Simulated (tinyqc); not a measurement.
Single-band model of a thermoelectric material: one step, computed by the program tinyqc. Command: `OMP_NUM_THREADS=1 python tinyqc.py 3022452 3022453 out.jsonl thermo walk`. One thread of a shared host (Intel(R) Xeon(R) Processor @ 2.30GHz), about 0.02 s of CPU time with the checks.

One spherical band, one scattering law, no minority carriers and no phonon drag. In a real material minority carriers limit |S| to about E_g/(2 e T), so larger values are formal. eta = E_F/(k_B T) is counted from the band edge; f = 1/(1 + exp(x - eta)).

Problem. Transport integrals. With x = E/(k_B T), a = alpha k_B T (0 for a parabolic band), G = x (1 + a x), D = 1 + 2 a x and <y> = int y f (1 - f) dx, f = 1/(1 + exp(x - eta)): tau = tau_0 G^r/D; transport function s = G^(3/2 + r)/D^2; n = N_0 <G^(3/2)> with N_0 = (2 m k_B T)^(3/2)/(3 pi^2 hbar^3). Integrals over x = E/(k_B T) use 160 Gauss-Legendre points in u = sqrt(x) from 0 to sqrt(max(eta, 0) + 32).

Inputs (values chosen for the exercise, for a model material): temperature T = 410 K.

Band: parabolic. Scattering: polar optical (high temperature), r = 0.5.

reduced Fermi level eta = -1.165736

Constants: k_B = 8.617333262e-05 eV/K.

Give: <s>; <x s>; <x^2 s>; <G^(3/2)>; <G^(3/2 + 2r)/D^4>.

Solution.

<s> = 0.5806

<x s> = 1.803

<x^2 s> = 7.343

<G^(3/2)> = 0.3751

<G^(3/2 + 2r)/D^4> = 0.9844
